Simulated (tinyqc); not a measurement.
Worked calculation: kinetic Monte Carlo and master equation for a particle on a ring of sites with traps and bias. Computed by tinyqc, a small Python program that keeps every step. Command: `OMP_NUM_THREADS=1 python tinyqc.py 3001979 3001980 out.jsonl kmc walk`. One thread of a shared host (Intel(R) Xeon(R) Processor @ 2.30GHz), about 0.1 s of CPU time with the checks. Intermediate numbers are printed to about 7 digits and carried at full precision; extremes and crossings named in words are read from the listed rows.

8 sites on a ring, numbered 1 to 8. The saddle between i and i+1 lies at E0 + s b_i and site i at s eps_i; a force F tilts the landscape, with the saddle half-way.

Inputs (values chosen for the exercise, for a model defect):

| quantity | value | unit |
|---|---|---|
| reference barrier E0 | 0.38 | eV |
| scale factor s of the disorder | 1 | - |
| attempt frequency nu | 1.2 | THz |
| temperature T | 340 | K |
| site spacing a | 3.9 | angstrom |
| force F along the ring | 0.0029 | eV/angstrom |
| seed of the random numbers | 51006 | - |

Disorder: both.

site energies eps_i (eV): -0.076  0  0  0  -0.041  0  0  -0.08

saddle shifts b_i between sites i and i+1 (eV): 0.042  0.035  -0.022  0.023  0.029  0.042  -0.035  0.017

Constants: k_B = 8.617333262e-05 eV/K.

## Rate table

Rates: k(i to i+1) = nu exp(-(E0 + s b_i - s eps_i - F a/2)/(k_B T)), k(i to i-1) = nu exp(-(E0 + s b_(i-1) - s eps_i + F a/2)/(k_B T)). Share right = k right/(k right + k left); mean stay = 1/(k right + k left).

Rates, shares of right hops and mean stays:

| site | k right (1/s) | k left (1/s) | share right | mean stay (s) |
|---|---|---|---|---|
| 1 | 6.042433e+04 | 96413 | 0.3852667 | 6.376020e-06 |
| 2 | 1.026859e+06 | 549672 | 0.6513407 | 6.343041e-07 |
| 3 | 7.184799e+06 | 698014 | 0.9114512 | 1.268583e-07 |
| 4 | 1.546626e+06 | 4883913 | 0.2405126 | 1.555080e-07 |
| 5 | 3.109639e+05 | 259418 | 0.5451852 | 1.753211e-06 |
| 6 | 8.086312e+05 | 856646 | 0.4855837 | 6.005008e-07 |
| 7 | 1.119727e+07 | 549672 | 0.9532072 | 8.512856e-08 |
| 8 | 1.237349e+05 | 496175 | 0.1996014 | 1.613137e-06 |

The particle stays longest on site 1, 74.9 times as long as on the quickest site.

## Twelve steps of the residence-time algorithm

Random numbers:

| step | r1 | r2 |
|---|---|---|
| 1 | 0.4199 | 0.1045 |
| 2 | 0.9549 | 0.9335 |
| 3 | 0.5130 | 0.0925 |
| 4 | 0.7630 | 0.5214 |
| 5 | 0.8423 | 0.7194 |
| 6 | 0.3139 | 0.8462 |
| 7 | 0.2094 | 0.0448 |
| 8 | 0.4174 | 0.5517 |
| 9 | 0.3113 | 0.1824 |
| 10 | 0.2388 | 0.7156 |
| 11 | 0.2180 | 0.4175 |
| 12 | 0.5764 | 0.8959 |

Start on site 1 at t = 0. Hop right if r1 is below the share right, else left; advance the clock by -ln(r2) times the mean stay.

Trajectory:

| step | site | hop | wait (s) | clock (s) | net hops |
|---|---|---|---|---|---|
| 1 | 1 | left | 1.440068e-05 | 1.440068e-05 | -1 |
| 2 | 8 | left | 1.110069e-07 | 1.451168e-05 | -2 |
| 3 | 7 | right | 2.026525e-07 | 1.471434e-05 | -1 |
| 4 | 8 | left | 1.050536e-06 | 1.576487e-05 | -2 |
| 5 | 7 | right | 2.803605e-08 | 1.579291e-05 | -1 |
| 6 | 8 | left | 2.693931e-07 | 1.606230e-05 | -2 |
| 7 | 7 | right | 2.643707e-07 | 1.632667e-05 | -1 |
| 8 | 8 | left | 9.594145e-07 | 1.728609e-05 | -2 |
| 9 | 7 | right | 1.448508e-07 | 1.743094e-05 | -1 |
| 10 | 8 | left | 5.398103e-07 | 1.797075e-05 | -2 |
| 11 | 7 | right | 7.435730e-08 | 1.804510e-05 | -1 |
| 12 | 8 | left | 1.773265e-07 | 1.822243e-05 | -2 |

## Steady state

Master equation dP/dt = W P, W_(i+1,i) = k right, W_(i-1,i) = k left, columns summing to zero. The steady state is its null vector; drift v = a sum P_i (k right - k left). D = a^2 lambda''(0)/2, where lambda(q) is the leading eigenvalue of W with right hops weighted by exp(q) and left hops by exp(-q). The slowest relaxation rate is minus the real part of the next eigenvalue of W. 1 angstrom = 1e-8 cm.

occupations P_i: 0.3905386  0.0231306  0.0184353  0.0248919  0.1064484  0.0259359  0.0183541  0.3922652

drift velocity v = 0.003395741 cm/s

diffusivity D = 4.341358e-10 cm^2/s

slowest relaxation rate = 190621.6 1/s

The Boltzmann occupations exp(-s eps_i/(k_B T))/Z differ from these by at most 0.036: the current piles particles up in front of high saddles.

## Closed form at zero force

At zero force D0 = a^2 nu exp(-E0/(k_B T)) / [<exp(-s eps/(k_B T))> <exp(s b/(k_B T))>], with means over the ring; Einstein relation v = D0 F/(k_B T); 1 angstrom = 1e-8 cm.

zero-force diffusivity D0 = 3.765309e-10 cm^2/s

D0 over the value without disorder = 0.08854895

Einstein drift = 0.003726892 cm/s

F a/(k_B T) = 0.386; the true drift is 0.9111 times the Einstein value.

## Sampled drift against the exact one

400 independent walkers start on sites drawn with weights P_i (k right + k left), the steady shares of hops (random numbers not printed); the estimate is total displacement over total time, with its standard error from the spread between walkers.

Drift from sampling:

| hops per walker | estimate (cm/s) | standard error (cm/s) | deviation in standard errors |
|---|---|---|---|
| 10 | 0.003735871 | 4.508520e-04 | 0.754414 |
| 30 | 0.003305626 | 2.727544e-04 | -0.330390 |
| 100 | 0.003386817 | 1.495704e-04 | -0.059666 |
| 300 | 0.003518898 | 8.899875e-05 | 1.383797 |
| 1000 | 0.003402204 | 4.584356e-05 | 0.140962 |
| 3000 | 0.003413018 | 2.579859e-05 | 0.669669 |

The exact drift is 0.003396 cm/s. The standard error falls by a factor 3.26 from 100 to 1000 hops (sqrt10 = 3.16), and in the last row it is 0.76 % of the drift.

Checks made by the program: closed form against the master equation at zero force (relative difference 7e-06).
